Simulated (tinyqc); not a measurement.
Electron continuity equation in a given potential, Scharfetter-Gummel discretisation: one step of the calculation.

Steady state in one dimension: J = q mu n E + q D dn/dx with E = -dpsi/dx and D = mu Vt, dJ/dx = 0, fixed densities nL and nR at the ends. The potential is given, psi = 0 for x < L/2 and U (2 x/L - 1) beyond, and is not changed by the electrons.

Task. Bernoulli factors. d_i = (psi_(i+1) - psi_i)/Vt; B(d) = d/(exp(d) - 1), B(0) = 1. The flux on interval i is J_i = (q D/h) [n_(i+1) B(d_i) - n_i B(-d_i)].

Inputs (values chosen for the exercise):
- T = 293 K (temperature)

Constants: q = 1.602176634e-19 C, kB = 1.380649e-23 J/K, Vt = kB T/q. Results are converted to the units shown.

| node | psi (V) |
|---|---|
| 0 | 0.00000000 |
| 1 | 0.00000000 |
| 2 | 0.00000000 |
| 3 | 0.00000000 |
| 4 | 0.00000000 |
| 5 | 0.03250000 |
| 6 | 0.06500000 |
| 7 | 0.09750000 |
| 8 | 0.13000000 |

Find: d_i; B(d_i); B(-d_i).

Result.

| interval | d_i | B(d_i) | B(-d_i) |
|---|---|---|---|
| 0 | 0.0000 | 1.0000 | 1.0000 |
| 1 | 0.0000 | 1.0000 | 1.0000 |
| 2 | 0.0000 | 1.0000 | 1.0000 |
| 3 | 0.0000 | 1.0000 | 1.0000 |
| 4 | 1.2872 | 0.49081 | 1.7780 |
| 5 | 1.2872 | 0.49081 | 1.7780 |
| 6 | 1.2872 | 0.49081 | 1.7780 |
| 7 | 1.2872 | 0.49081 | 1.7780 |

The largest |d_i| is 1.29, below 2, so central differences would also keep densities positive.

Computed by the program tinyqc: `OMP_NUM_THREADS=1 python tinyqc.py 2220005 2220006 out.jsonl`, one thread of a shared Intel Xeon 2.30GHz, about 0.01 s for the whole run.
